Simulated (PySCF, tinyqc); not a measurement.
CISD on RHF in the 3-21g basis, for H2, spin multiplicity 1, step by step. The lowest restricted solution is unstable here: a spin-polarised one lies 0.0008 hartree lower (PySCF). One step of it, computed by the program tinyqc.

Question. CISD: roots. Diagonalise (each vector has its largest component positive (the first on a tie)); all determinants have Ms = 0, so triplets appear too. The lowest singlet root is the correlation energy.

Occupation strings over the orbitals (2 doubly, a alpha, b beta, 0 empty; spin orbitals ordered 1a 1b 2a 2b ...): 2000 a0b0 b0a0 0200 0a0b 0020 0b0a 0002

H - E(HF) between determinants (hartree), order 2000, a0b0, b0a0, 0200, 0a0b, 0020, 0b0a, 0002:
$$\begin{pmatrix}
0.000000 & 0.000000 & 0.000000 & 0.132351 & -0.074943 & 0.082677 & 0.074943 & 0.089127 \\
0.000000 & 1.226601 & -0.082677 & 0.043217 & -0.151677 & 0.016736 & 0.066046 & 0.120391 \\
0.000000 & -0.082677 & 1.226601 & -0.043217 & 0.066046 & -0.016736 & -0.151677 & -0.120391 \\
0.132351 & 0.043217 & -0.043217 & 0.604563 & 0.087762 & 0.054013 & -0.087762 & 0.087385 \\
-0.074943 & -0.151677 & 0.066046 & 0.087762 & 1.529763 & -0.079616 & -0.087385 & 0.020364 \\
0.082677 & 0.016736 & -0.016736 & 0.054013 & -0.079616 & 2.490855 & 0.079616 & 0.216259 \\
0.074943 & 0.066046 & -0.151677 & -0.087762 & -0.087385 & 0.079616 & 1.529763 & -0.020364 \\
0.089127 & 0.120391 & -0.120391 & 0.087385 & 0.020364 & 0.216259 & -0.020364 & 2.536298
\end{pmatrix}$$

Give: lowest roots of this matrix, relative to E(HF); lowest vectors; <S^2> of these roots; weight of the ground state by excitation level 0, 1, 2, ....

Answer.

lowest roots of this matrix, relative to E(HF) (hartree): [-0.0419, 0.6065, 1.1211, 1.1919, 1.4652, 1.7238, 2.3166, 2.7613]

lowest vectors, order 2000, a0b0, b0a0, 0200, 0a0b, 0020, 0b0a, 0002:
$$\begin{pmatrix}
0.9730 & 0.2200 & 0.0000 & -0.0272 \\
0.0186 & -0.0784 & 0.6833 & 0.6243 \\
-0.0186 & 0.0784 & 0.6833 & -0.6243 \\
-0.2117 & 0.9600 & 0.0000 & 0.1575 \\
0.0569 & -0.0862 & 0.1821 & 0.2959 \\
-0.0216 & -0.0387 & 0.0000 & 0.0379 \\
-0.0569 & 0.0862 & 0.1821 & -0.2959 \\
-0.0273 & -0.0377 & 0.0000 & -0.1353
\end{pmatrix}$$

<S^2> of these roots: [0.0000, 0.0000, 2.0000, 0.0000, 2.0000, 0.0000, 0.0000, 0.0000]

weight of the ground state by excitation level 0, 1, 2, ...: [0.9468, 0.0007, 0.0525]
